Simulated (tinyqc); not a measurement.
Worked calculation: Jacobi rotations on a symmetric matrix. One step of it, computed by the program tinyqc.

Question. Jacobi rotation 2. Take the largest off-diagonal element A_pq; tan 2 theta = 2 A_pq / (A_qq - A_pp) with |theta| <= pi/4; A' = J^T A J with J_pp = J_qq = cos, J_pq = sin, J_qp = -sin.

A', lower triangle:
```
,1,2,3,4
1,0.811944
2,-0.569423,4.225000
3,0.000000,0.114060,4.852056
4,-0.454700,0.774000,0.691702,5.393000
```

Give: p, q, theta; A'.

Answer.

p, q, theta (rad): 2.0000  4.0000  0.4622

A', lower triangle:
```
,1,2,3,4
1,0.8119
2,-0.3069,3.8394
3,0.0000,-0.2064,4.8521
4,-0.6609,0.0000,0.6700,5.7786
```
